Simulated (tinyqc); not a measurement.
# FinFET, parasitic resistance, capacitance and delay: effects of single changes

Nf fins under one contact; each has gated perimeter p = 2 Hf + Wf and cross-section A = Hf Wf; contact width Wc = Nf pf, stack height Hs = Hf. Contact length Lc = CPP - Lg - 2 Lsp, shared by two neighbouring gates. Source and drain sides are equal. The formulas are first-order estimates, not field solutions.

Inputs (values chosen for the exercise); values close to those of silicon logic devices: temperature T = 300 K; number of fins Nf = 3; fin height Hf = 55 nm; fin width Wf = 5 nm; fin pitch pf = 24 nm; contacted gate pitch CPP = 48 nm; gate length Lg = 16 nm; spacer length Lsp = 4 nm; relative permittivity of the spacer ks = 7; gate height above the channel stack Hc = 25 nm; contact resistivity rc = 9e-10 ohm cm^2; resistivity of the source-drain epitaxy re = 0.00031 ohm cm; current-carrying depth of the epitaxy te = 25 nm; resistivity of the extension rx = 0.0014 ohm cm; gate overlap Lov = 1.5 nm; inversion capacitance Cinv = 3.2 uF/cm^2; injection velocity vx = 1e7 cm/s; apparent mobility mu = 150 cm^2/(V s); threshold at zero drain voltage VT = 0.3 V; barrier lowering dl = 0.029 V/V; subthreshold factor n = 1.14; wire load Cw = 0.06 fF; supply voltage Vdd = 0.8 V.

Constants: q = 1.602176634e-19 C, kB = 1.380649e-23 J/K, eps0 = 8.8541878128e-12 F/m, Vt = kB T/q. Results are converted to the units shown.

Each table varies one quantity; the others keep the values above.

## Effect of the contact resistivity

Epitaxy sheet resistance Rsh = re/te, transfer length LT = sqrt(rc/Rsh), contact Rc = [sqrt(rc Rsh)/Wc] coth(Lc/(2 LT)); extension of one fin Rx = rx Lsp/A. With N fins: gate Cg = Cinv p N Lg; per side, plate Cp = ks eps0 [Wc (Hs + Hc) - N A]/Lsp, top fringe Cf = (2/pi) ks eps0 Wc ln(1 + Lg/(2 Lsp)), overlap Co = Cinv p N Lov. One fin: I = p Q vx u/(1 + |u|^1.8)^(1/1.8), Q = Cinv n Vt ln(1 + exp((Vg' - VT + dl Vd')/(n Vt))), u = Vd' mu/(vx Lg), Vg' = Vgs - v, Vd' = Vds - 2 v, with the drop on each side v = Rc (sum of I) + Rx I. Ieff = [I(Vgs = Vdd, Vds = Vdd/2) + I(Vdd/2, Vdd)]/2, total currents. With Cs = Cp + Cf + Co, the load of an inverter of two such devices driving an equal one is CL = 2 (Cg + 2 Cs) + 4 Cs + Cw (own drains counted twice for the Miller effect); delay CL Vdd/(2 Ieff).

The same in every row: Rx/N (ohm) = 67.88; CL (aF) = 1182.

Effect of the contact resistivity:
```
rc (ohm cm^2)  Rc (ohm)  Ieff (uA)  delay (ps)
1e-10             17.76      301.5       1.569
2.1e-10           30.83      296.7       1.594
4.5e-10           58.80      286.6       1.650
9.7e-10           119.1      266.3       1.776
2.1e-9            249.9      227.7       2.077
4.4e-9            516.1      169.1       2.797
9.4e-9             1095      104.9       4.510
2e-8               2322      58.54       8.079
```

Read the table: what changes, and by how much?

As rc goes from 1e-10 to 2e-8 ohm cm^2, Ieff falls from 302 to 58.5 uA, CL stays at 1180 aF and the delay rises from 1.57 to 8.08 ps. Rc goes as rc^(0.74) at the start and rc^(1.00) at the end (1/2 for a long contact, 1 for a short one). For rc = 1e-10 to 2.1e-10 ohm cm^2 rc lies near or below the quantum limit of metal-silicon contacts.

## Effect of the fin pitch

Same model as above.

The same in every row: Rx/N (ohm) = 67.88.

Result of one run:
```
pf (nm)  Rc (ohm)  Ieff (uA)  CL (aF)  delay (ps)
44          60.53      286.0     1798       2.515
```

What becomes of these results when the fin pitch pf is changed from 44 to 18 nm, all else the same?

Result of the changed run:
```
pf (nm)  Rc (ohm)  Ieff (uA)  CL (aF)  delay (ps)
18          148.0      257.2    997.7       1.551
```

The whole series:
```
pf (nm)  Rc (ohm)  Ieff (uA)  CL (aF)  delay (ps)
18          148.0      257.2    997.7       1.551
22          121.1      265.7     1121       1.687
26          102.4      271.8     1244       1.831
30          88.77      276.3     1367       1.979
36          73.98      281.3     1552       2.206
44          60.53      286.0     1798       2.515
```

As pf goes from 18 to 44 nm, Ieff rises from 257 to 286 uA, CL rises from 998 to 1800 aF and the delay rises from 1.55 to 2.51 ps.

## Effect of the fin height

Same model as above.

The same in every row: Rc (ohm) = 111.0.

Results:
```
Hf (nm)  Rx/N (ohm)  Ieff (uA)  CL (aF)  delay (ps)
20            186.7      113.6    639.5       2.252
30            124.4      160.7    794.6       1.977
40            93.33      205.6    949.8       1.847
50            74.67      248.4     1105       1.779
70            53.33      327.7     1415       1.727
80            46.67      364.5     1570       1.723
90            41.48      399.4     1725       1.728
```

Estimate the missing row, Hf = 60 nm.

Computed row:
```
Hf (nm)  Rx/N (ohm)  Ieff (uA)  CL (aF)  delay (ps)
60            62.22      289.1     1260       1.744
```

With this row back in the table: As Hf goes from 20 to 90 nm, Ieff rises from 114 to 399 uA, CL rises from 639 to 1730 aF and the delay goes from 2.25 through a minimum of 1.72 (at Hf = 80 nm among the rows listed) to 1.73 ps. From the first row to the last Ieff grows by a factor of 3.52 and CL by 2.70; the first step changes the delay by -12 %, the last by 0.27 %.

Program tinyqc, `OMP_NUM_THREADS=1 python tinyqc.py 2170123 2170124 out.jsonl`; Intel Xeon 2.30GHz, shared host, one thread, about 0.05 s.
